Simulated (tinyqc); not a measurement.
Thin-film optics by transfer matrices, step by step. Values are carried at full precision from step to step, so a last printed digit may differ when a step is redone from the rounded ones.

Indices N = n + i k. Snell: N0 sin(theta) = N_j sin(theta_j), with Im(N_j cos theta_j) >= 0. Admittance y_j = N_j cos theta_j for s and N_j/cos theta_j for p. Phase delta_j = 2 pi N_j cos theta_j d_j/lambda. Layer matrix [[cos delta, -i sin delta/y], [-i y sin delta, cos delta]], multiplied from the top down to M. (B, C) = M (1, y_sub); r = (y0 B - C)/(y0 B + C), R = |r|^2, T = 4 Re y0 Re y_sub/|y0 B + C|^2, absorbed in the films 1 - R - T.

Parameters, chosen for this exercise (indices near those of SiO2 on Si; not measured data): lam = 633 nm (vacuum wavelength); n0 = 1 (ambient index); n = (1.458, 3.927) (n of SiO2, substrate); k = (0, 0.02) (k in the same order); d = (22.8) nm (thicknesses, top first); theta = 60 degrees (angle of incidence); pol = s (polarisation).

## Angles, admittances and phases

Form cos theta_j, y_j and delta_j.

cos theta_j: ambient 0.5000, film 1 0.8045, substrate 0.9754+0.0003i

y_j: ambient 0.5000, film 1 1.1729, substrate 3.8303+0.0205i

delta_j (rad): film 1 0.2655

## Layer matrices and their product

Form each matrix and multiply from the top down.

M:
```
          1         2
1    0.9650  -0.2237i
2  -0.3077i    0.9650
```

Each matrix has determinant 1, and so has M.

## Reflection and transmission

Close the stack on the substrate.

B, C: 0.9696-0.8567i  3.6962-0.2879i

r = -0.7406-0.1605i
R = 0.5743
T into the substrate = 0.4257
absorbed in the films = 0.0000

The bare substrate would reflect 0.5915.

## Ellipsometric angles

Ellipsometry: rho = tan(Psi) exp(i Delta) = -conj(r_p/r_s) with the r of the admittance formula, Delta in 0 to 360 degrees, so that a bare dielectric at small angles gives Delta = 180.

Repeat the steps for both polarisations.

r_s = -0.7406-0.1605i
r_p = -0.2793-0.1996i
Psi = 24.37 degrees
Delta = 156.67 degrees

## Checks

- R against the recursion of Airy sums from the substrate up: both 0.57425.

(tinyqc, `OMP_NUM_THREADS=1 python tinyqc.py 1650356 1650357 out.jsonl`, Intel(R) Xeon(R) Processor @ 2.30GHz, 1 thread, shared host, about 0.03 s.)
